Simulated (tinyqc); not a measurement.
Film and buried-oxide thickness from two coupling ratios.

Question. In a depleted film -dVT/dVb is k1 = Cs Cbox/(Cox (Cs + Cbox)) for a front channel and k2 = Cbox (Cox + Cs)/(Cox Cs) for a back channel, with Cox = eps0 eox/tox, Cs = eps0 eps_r/ts, Cbox = 3.9 eps0/tb. Find ts and tb.

Values chosen for this exercise; band and dielectric values close to those of silicon: relative permittivity eps_r = 11.6; relative permittivity of the gate insulator (close to silicon nitride) eox = 7.44; insulator thickness tox = 3.2 nm.

coupling ratios for a front and a back channel: [0.014814582, 0.044590960]

Answer. With y = Cox/Cs and z = Cox/Cbox, 1/k1 = y + z and k2 = (1 + y)/z, so y = (k2/k1 - 1)/(1 + k2); the thicknesses follow from y and z.

ts = 9.600 nm
tb = 110.0 nm

Program tinyqc, `OMP_NUM_THREADS=1 python tinyqc.py 2190022 2190023 out.jsonl`; Intel Xeon 2.30GHz, shared host, one thread, about 0.4 s.
